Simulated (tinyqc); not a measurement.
Weakening the contact bond: metal-induced gap states at the contact of a metal chain and a two-band chain.

The semiconductor alternates sites A at -Eg/2 and C at +Eg/2 with hopping -t; the gap runs from -Eg/2 to Eg/2. In the gap cosh(q a) = 1 + (Eg^2/4 - E^2)/(2 t^2) and the amplitude changes by -exp(-q a) a period. The metal has site energy 0 and hopping -tm; its end site has g_m = (E - i sqrt(4 tm^2 - E^2))/(2 tm^2). Sites 1, 2, ... count into the semiconductor, with energies e1, e2 alternating. The clean half chain has g1 = 1/(E - e1 - t^2 g2), g2 = 1/(E - e2 - t^2 g1), decaying root. With the contact G11 = 1/(1/g1 - tc^2 g_m), and the density on site j is -Im G_jj/pi = |psi_j/psi_1|^2 (-Im G11/pi), per spin, with psi_2/psi_1 = -t g2, psi_3/psi_2 = -t g1.

Constants: e^2/(4 pi eps0) = 14.39964547 eV angstrom.

Values chosen for the exercise (gap and optical dielectric constant near those of GaAs; the chain itself is a model; not measured data):

| symbol | value | unit | meaning |
|---|---|---|---|
| Eg | 1.46 | eV | gap |
| t | 2.28 | eV | hopping in the semiconductor |
| tm | 2.94 | eV | hopping in the metal |
| end | A |  | site that touches the metal |
| a | 4 | angstrom | period (two sites); one chain for each area a^2 |
| eps | 11.1 |  | dielectric constant |
| E | -0.4 | eV | energy from mid-gap |

At the given E, tc is varied, as by a thin spacer. xi = 1/(2q), N = 2 (summed density)/a^2, S = 1/(1 + 4 pi e^2 N xi/eps) with xi and eps kept.

Against tc:

| tc (eV) | D1 (1/eV) | summed density (1/eV) | S |
|---|---|---|---|
| 0.10 | 0.00054 | 0.00161 | 0.9760 |
| 0.25 | 0.00340 | 0.01005 | 0.8671 |
| 0.50 | 0.01346 | 0.03980 | 0.6221 |
| 0.80 | 0.03337 | 0.09867 | 0.3991 |
| 1.20 | 0.06715 | 0.19855 | 0.2481 |
| 1.80 | 0.10268 | 0.30363 | 0.1775 |
| 2.50 | 0.09771 | 0.28894 | 0.1849 |
| 3.50 | 0.06569 | 0.19426 | 0.2522 |

For a weak bond the density goes as tc^2 (ratio 6.24 between 0.25 and 0.1 eV, against 6.25). It is largest at tc = 1.8 eV among these rows and falls beyond, as the first site pairs off with the metal. S is 0.976 at 0.1 eV and has its least value, 0.177, in that row.

Run: tinyqc, `OMP_NUM_THREADS=1 python tinyqc.py 1451441 1451442 out.jsonl`; Intel(R) Xeon(R) Processor @ 2.30GHz, one thread, shared host; about 0.01 s of CPU time with all checks.
